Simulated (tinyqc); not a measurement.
Front-illuminated p-i-n photodiode, quantum efficiency and bandwidth: one step of the calculation.

Light enters through a p layer (0 to xp), a depleted layer (xp to xp + wi) and a thick n substrate, decaying as exp(-al x); one pass, no back reflection. Carriers made in the depleted layer are all collected; those in the neutral layers diffuse.

Question. Response at one frequency. Drift response for pairs made in the depleted layer, a = al wi, g = 1 - exp(-a), u = 2 pi i f, te = wi/ve, th = wi/vh: electrons He = [g - a (exp(-a) - exp(-u te))/(u te - a)]/(u te g), holes Hh = [g - a (1 - exp(-a - u th))/(a + u th)]/(u th g); C = eps0 eps_r pi (dia/2)^2/wi + Cp; total |He + Hh|/sqrt(1 + (2 pi f RL C)^2), for the current of the depleted layer alone.

Parameters, values chosen for the exercise; values close to those of silicon at this wavelength:
```
symbol   value  unit                          meaning
al        3340  1/cm           absorption coefficient
eps_r     11.6                  relative permittivity
wi         1.2    um  thickness of the depleted layer
ve      1.04e7  cm/s          electron drift velocity
vh      6.77e6  cm/s              hole drift velocity
dia        110    um                         diameter
RL          50   ohm                  load resistance
Cp          20    fF            parasitic capacitance
f           18   GHz             modulation frequency
```

Constants: eps0 = 8.8541878128e-14 F/cm where lengths are in cm. Results are converted to the units shown.

Wanted: te; th; He; Hh; |He + Hh|; C; total response.

Answer.

te = 11.538 ps
th = 17.725 ps
He = 0.45814-0.21931i
Hh = 0.33690-0.24793i
|He + Hh| = 0.92217
C = 833.39 fF
total response = 0.19141

The drift response alone falls to 1/sqrt(2) at 37.6 GHz and the RC term alone at 3.82 GHz; together they give 3.79 GHz.

Numbers from tinyqc (`OMP_NUM_THREADS=1 python tinyqc.py 2250044 2250045 out.jsonl`; about 0.01 s on one thread of a shared Intel Xeon 2.30GHz).
